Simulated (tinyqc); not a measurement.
Worked calculation: CCD on RHF in the sto-3g basis, frozen core, for BeH2, spin multiplicity 1. One step of it, computed by the program tinyqc.

Problem. Iteration 1: building the Fock matrix. J_ij = sum D_kl (ij|kl), K_ij = sum D_kl (ik|jl); F = H + J - 0.5 K; E = tr D H + tr D J / 2 - 0.25 tr D K + E_nn.

D at the start, lower triangle:
```
            1Be 1s    1Be 2s   1Be 2px    1Be 2py   1Be 2pz     2H 1s     3H 1s
1Be 1s    2.153767
1Be 2s   -0.520328  2.034877
1Be 2px   0.000000  0.000000  0.000000
1Be 2py   0.000000  0.000000  0.000000   0.003578
1Be 2pz   0.000000  0.000000  0.000000   0.000000  0.000000
2H 1s    -0.028325  0.133281  0.000000   0.039607  0.000000  0.887098
3H 1s    -0.028325  0.133281  0.000000  -0.039607  0.000000  0.010286  0.887098
```

core Hamiltonian H = T + V (hartree), lower triangle:
```
            1Be 1s     1Be 2s    1Be 2px    1Be 2py    1Be 2pz      2H 1s      3H 1s
1Be 1s   -8.616660
1Be 2s   -2.126777  -2.811857
1Be 2px   0.000000   0.000000  -2.271789
1Be 2py   0.000000   0.000000   0.000000  -2.488622
1Be 2pz   0.000000   0.000000   0.000000   0.000000  -2.271789
2H 1s    -0.492080  -1.184982   0.000000  -1.251518   0.000000  -2.144238
3H 1s    -0.492080  -1.184982   0.000000   1.251518   0.000000  -0.097398  -2.144238
```

Two-electron integrals (ij|kl) in chemists' order, unique and non-zero (hartree):
```
(11|11) 2.298831    (21|11) 0.392036    (21|21) 0.079539    (22|11) 0.570988
(22|21) 0.143041    (22|22) 0.417683    (31|31) 0.014607    (32|31) 0.021888
(32|32) 0.092265    (33|11) 0.569578    (33|21) 0.143083    (33|22) 0.417589
(33|33) 0.449859    (41|41) 0.014607    (42|41) 0.021888    (42|42) 0.092265
(43|43) 0.024249    (44|11) 0.569578    (44|21) 0.143083    (44|22) 0.417589
(44|33) 0.401360    (44|44) 0.449859    (51|51) 0.014607    (52|51) 0.021888
(52|52) 0.092265    (53|53) 0.024249    (54|54) 0.024249    (55|11) 0.569578
(55|21) 0.143083    (55|22) 0.417589    (55|33) 0.401360    (55|44) 0.401360
(55|55) 0.449859    (61|11) 0.088544    (61|21) 0.017953    (61|22) 0.032543
(61|33) 0.032309    (61|41) 0.001599    (61|42) 0.003004    (61|44) 0.033029
(61|55) 0.032309    (61|61) 0.004253    (62|11) 0.206294    (62|21) 0.052390
(62|22) 0.165582    (62|33) 0.159408    (62|41) 0.006877    (62|42) 0.041412
(62|44) 0.177783    (62|55) 0.159408    (62|61) 0.013077    (62|62) 0.096056
(63|31) 0.004919    (63|32) 0.022746    (63|43) 0.007257    (63|63) 0.009081
(64|11) 0.218318    (64|21) 0.056141    (64|22) 0.186146    (64|33) 0.175116
(64|41) 0.011216    (64|42) 0.064594    (64|44) 0.208018    (64|55) 0.175116
(64|61) 0.014679    (64|62) 0.123072    (64|64) 0.163231    (65|51) 0.004919
(65|52) 0.022746    (65|54) 0.007257    (65|65) 0.009081    (66|11) 0.372153
(66|21) 0.096243    (66|22) 0.340136    (66|33) 0.315427    (66|41) 0.015153
(66|42) 0.116591    (66|44) 0.389288    (66|55) 0.315427    (66|61) 0.024714
(66|62) 0.248368    (66|64) 0.338471    (66|66) 0.774606    (71|11) 0.088544
(71|21) 0.017953    (71|22) 0.032543    (71|33) 0.032309    (71|41) -0.001599
(71|42) -0.003004   (71|44) 0.033029    (71|55) 0.032309    (71|61) 0.003879
(71|62) 0.011030    (71|64) 0.011369    (71|66) 0.019981    (71|71) 0.004253
(72|11) 0.206294    (72|21) 0.052390    (72|22) 0.165582    (72|33) 0.159408
(72|41) -0.006877   (72|42) -0.041412   (72|44) 0.177783    (72|55) 0.159408
(72|61) 0.011030    (72|62) 0.050792    (72|64) 0.051880    (72|66) 0.097183
(72|71) 0.013077    (72|72) 0.096056    (73|31) 0.004919    (73|32) 0.022746
(73|43) -0.007257   (73|63) 0.003846    (73|73) 0.009081    (74|11) -0.218318
(74|21) -0.056141   (74|22) -0.186146   (74|33) -0.175116   (74|41) 0.011216
(74|42) 0.064594    (74|44) -0.208018   (74|55) -0.175116   (74|61) -0.011369
(74|62) -0.051880   (74|64) -0.050875   (74|66) -0.097852   (74|71) -0.014679
(74|72) -0.123072   (74|74) 0.163231    (75|51) 0.004919    (75|52) 0.022746
(75|54) -0.007257   (75|65) 0.003846    (75|75) 0.009081    (76|11) 0.016514
(76|21) 0.004084    (76|22) 0.011521    (76|33) 0.011343    (76|44) 0.011872
(76|55) 0.011343    (76|61) 0.000933    (76|62) 0.004689    (76|64) 0.005355
(76|66) 0.009896    (76|71) 0.000933    (76|72) 0.004689    (76|74) -0.005355
(76|76) 0.000323    (77|11) 0.372153    (77|21) 0.096243    (77|22) 0.340136
(77|33) 0.315427    (77|41) -0.015153   (77|42) -0.116591   (77|44) 0.389288
(77|55) 0.315427    (77|61) 0.019981    (77|62) 0.097183    (77|64) 0.097852
(77|66) 0.187363    (77|71) 0.024714    (77|72) 0.248368    (77|74) -0.338471
(77|76) 0.009896    (77|77) 0.774606
```

nuclear repulsion = 3.18555686 hartree

Give: Coulomb J; exchange K; Fock matrix F; total energy of this density.

Solution.

Coulomb J (hartree), lower triangle:
```
         1Be 1s  1Be 2s  1Be 2px  1Be 2py  1Be 2pz   2H 1s   3H 1s
1Be 1s   6.5022
1Be 2s   1.2588  2.6501
1Be 2px  0.0000  0.0000   2.5979
1Be 2py  0.0000  0.0000   0.0000   2.7441
1Be 2pz  0.0000  0.0000   0.0000   0.0000   2.5979
2H 1s    0.2861  1.0856   0.0000   1.2406   0.0000  2.3726
3H 1s    0.2861  1.0856   0.0000  -1.2406   0.0000  0.0756  2.3726
```

exchange K (hartree), lower triangle:
```
         1Be 1s  1Be 2s  1Be 2px  1Be 2py  1Be 2pz   2H 1s   3H 1s
1Be 1s   4.7125
1Be 2s   0.8312  1.1331
1Be 2px  0.0000  0.0000   0.2254
1Be 2py  0.0000  0.0000   0.0000   0.5527
1Be 2pz  0.0000  0.0000   0.0000   0.0000   0.2254
2H 1s    0.2097  0.6275   0.0000   0.4258   0.0000  0.9716
3H 1s    0.2097  0.6275   0.0000  -0.4258   0.0000  0.1382  0.9716
```

Fock matrix F (hartree), lower triangle:
```
          1Be 1s   1Be 2s  1Be 2px  1Be 2py  1Be 2pz    2H 1s    3H 1s
1Be 1s   -4.4707
1Be 2s   -1.2836  -0.7283
1Be 2px   0.0000   0.0000   0.2134
1Be 2py   0.0000   0.0000   0.0000  -0.0209
1Be 2pz   0.0000   0.0000   0.0000   0.0000   0.2134
2H 1s    -0.3109  -0.4131   0.0000  -0.2238   0.0000  -0.2574
3H 1s    -0.3109  -0.4131   0.0000   0.2238   0.0000  -0.0909  -0.2574
```

total energy of this density = -15.369646 hartree

This density is the starting one; it is not idempotent, so its energy is not variational and may lie below the converged one.
